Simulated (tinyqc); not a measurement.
Splitting against the number of planes: valley splitting in a one-orbital chain of atomic planes (second-neighbour model).

Each (001) plane carries one orbital with energy e0, hopping v to the next plane and u to the second: E(phi) = e0 + 2 v cos(phi) + 2 u cos(2 phi), where phi = pi - k a/4 (the sign of every second orbital is chosen so that v > 0, which shifts the phase by pi). The minimum lies at cos(phi0) = -v/(4u), phi0 = pi - (pi/2) k0 for a valley at k0 (2 pi/a), and e0 puts it at zero. A slab of N planes has hard walls: the matrix simply ends.

Constants: hbar^2/2m0 = 3.80998211 eV angstrom^2.

Parameters, chosen for this exercise (out of a larger set: near those of the Delta valleys of silicon; abrupt walls in this chain split the valleys several times more than measured wells; not measured data):

| symbol | value | unit | meaning |
|---|---|---|---|
| a | 5.423 | angstrom | lattice constant; planes lie a/4 apart |
| ml | 0.914 | m0 | longitudinal mass |
| N0 | 49 |  | first number of planes |

u = 0.589033 eV
v = 0.456028 eV
e0 = 1.266329 eV
phi0 = 1.765575 rad

Ten slabs from N0 on, of thickness (N - 1) a/4 between the outer planes. Effective mass: E1 = (c/ml)(pi/W)^2 with W = (N + 2) a/4: the amplitude vanishes on two missing planes at each end, and the envelope has its nodes N + 2 spacings apart. Large-N estimate of the splitting: 16 pi^2 u |sin(phi0) sin((N + 2) phi0)|/(N + 2)^3.

Doublet (meV):

| N | thickness (angstrom) | mean level | effective mass | splitting | estimate |
|---|---|---|---|---|---|
| 49 | 65.08 | 8.60 | 8.61 | 0.593 | 0.601 |
| 50 | 66.43 | 8.27 | 8.28 | 0.428 | 0.420 |
| 51 | 67.79 | 7.96 | 7.97 | 0.372 | 0.382 |
| 52 | 69.14 | 7.67 | 7.68 | 0.518 | 0.515 |
| 53 | 70.50 | 7.39 | 7.40 | 0.143 | 0.153 |
| 54 | 71.85 | 7.14 | 7.14 | 0.518 | 0.518 |
| 55 | 73.21 | 6.88 | 6.89 | 0.061 | 0.053 |
| 56 | 74.57 | 6.65 | 6.65 | 0.443 | 0.447 |
| 57 | 75.92 | 6.42 | 6.43 | 0.218 | 0.212 |
| 58 | 77.28 | 6.21 | 6.22 | 0.321 | 0.326 |

The mean level falls smoothly, from 8.6 to 6.2 meV, within 0.2 % of the effective-mass value. The splitting swings between 0.061 (N = 55) and 0.593 meV (N = 49): one plane more or less changes the phase between the two walls by phi0 = 1.766 rad. The estimate misses the computed values by at most 0.010 meV.

tinyqc: `OMP_NUM_THREADS=1 python tinyqc.py 1451646 1451647 out.jsonl`; about 0.01 s, one thread, shared Intel(R) Xeon(R) Processor @ 2.30GHz.
